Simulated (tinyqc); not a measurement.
# One-sided p+-n junction, ionisation integral and breakdown: effects of single changes

A p+ layer at x < 0 and an n drift layer from x = 0. Depletion approximation, built-in voltage neglected. Local ionisation coefficients alpha_n = an exp(-(bn/E)^mx), alpha_p = ap exp(-(bp/E)^mx). Electrons move towards +x, holes towards x = 0.

Parameters, values chosen for the exercise; material values close to those of indium phosphide: relative permittivity eps_r = 12.3; prefactor of the electron ionisation coefficient an = 1.16e7 1/cm; field constant for electrons bn = 2.93e6 V/cm; prefactor of the hole ionisation coefficient ap = 4.61e6 1/cm; field constant for holes bp = 2.48e6 V/cm; exponent mx = 1; electron mobility of the drift layer mu = 4850 cm^2/(V s); donor density of the drift layer N = 2.3e15 cm^-3.

Constants: q = 1.602176634e-19 C, eps0 = 8.8541878128e-14 F/cm where lengths are in cm. Results are converted to the units shown.

Each table varies one quantity; the others keep the values above.

## Multiplication against voltage

W = sqrt(2 eps0 eps_r V/(q N)), peak field E0 = q N W/(eps0 eps_r), falling linearly to 0 at W. G(x) = integral from 0 to x of (alpha_n - alpha_p); I_n = integral of alpha_n exp(-G) (electrons injected at x = 0), I_p = integral of alpha_p exp(G(end) - G) (holes injected at the far edge); M = 1/(1 - I). Integrals on a fine grid; BV is where I_n = 1. Here BV = 229.612 V; the Miller exponent is n = ln(1 - 1/M)/ln(V/BV).

Multiplication against voltage:
```
V (V)  E0 (kV/cm)      I_n     I_p   M_n   M_p  Miller n, electrons  Miller n, holes
91.8          249  0.00494  0.0137  1.00  1.01                 5.79             4.68
115           279   0.0215  0.0481  1.02  1.05                 5.55             4.39
138           306   0.0645   0.121  1.07  1.14                 5.38             4.15
161           330    0.155   0.247  1.18  1.33                 5.25             3.94
184           353    0.320   0.435  1.47  1.77                 5.15             3.75
197           365    0.458   0.571  1.84  2.33                 5.10             3.66
211           378    0.653   0.740  2.88  3.84                 5.04             3.56
220           386    0.807   0.861  5.19  7.18                 5.01             3.51
226           391    0.924   0.946  13.2  18.7                 4.99             3.47
```

What does the comparison show?

M_n rises from 1.005 to 13.2 and M_p from 1.014 to 18.7; both diverge at BV. The Miller exponent for electrons falls from 5.79 to 4.99 and that for holes falls from 4.68 to 3.47, so one exponent describes neither over the whole range. The larger multiplication belongs to holes, whose coefficient at the peak field of the last row is 1.26 times the other.

## Effect of the drift doping

Same model as above.

Specific on-resistance Ron = W/(q mu N) with constant mobility and full ionisation.

Results:
```
N (cm^-3)  BV (V)  E0 at BV (kV/cm)  W at BV (um)  Ron (mohm cm^2)  BV^2/Ron (MW/cm^2)  eps0 eps_r mu E0^3/4 (MW/cm^2)
1.9e14     1.65e3               304           109             73.7                37.1                            37.1
3.7e14        966               324          59.6             20.7                45.0                            45.0
7.1e14        575               346          33.2             6.01                54.9                            54.9
2.6e15        209               400          10.5            0.517                84.4                            84.4
5e15          127               433          5.88            0.151                 107                             107
9.6e15       78.4               471          3.33           0.0447                 138                             138
1.8e16       49.7               513          1.94           0.0139                 178                             178
```

Estimate the missing row, N = 1.4e15 cm^-3.

Computed row:
```
N (cm^-3)  BV (V)  E0 at BV (kV/cm)  W at BV (um)  Ron (mohm cm^2)  BV^2/Ron (MW/cm^2)  eps0 eps_r mu E0^3/4 (MW/cm^2)
1.4e15        337               373          18.1             1.66                68.3                            68.3
```

With this row back in the table: BV falls from 1650 to 49.7 V while the critical field rises from 304 to 513 kV/cm. BV goes as N^(-0.81) between the first two rows and N^(-0.73) between the last two (a coefficient proportional to E^7 gives -0.75 without punch-through). Ron goes as BV^(2.45) over the table; the last two columns agree since BV = E0 W/2 and N = eps0 eps_r E0/(q W).

Numbers from tinyqc (`OMP_NUM_THREADS=1 python tinyqc.py 2120052 2120053 out.jsonl`; about 0.04 s on one thread of a shared Intel Xeon 2.30GHz).
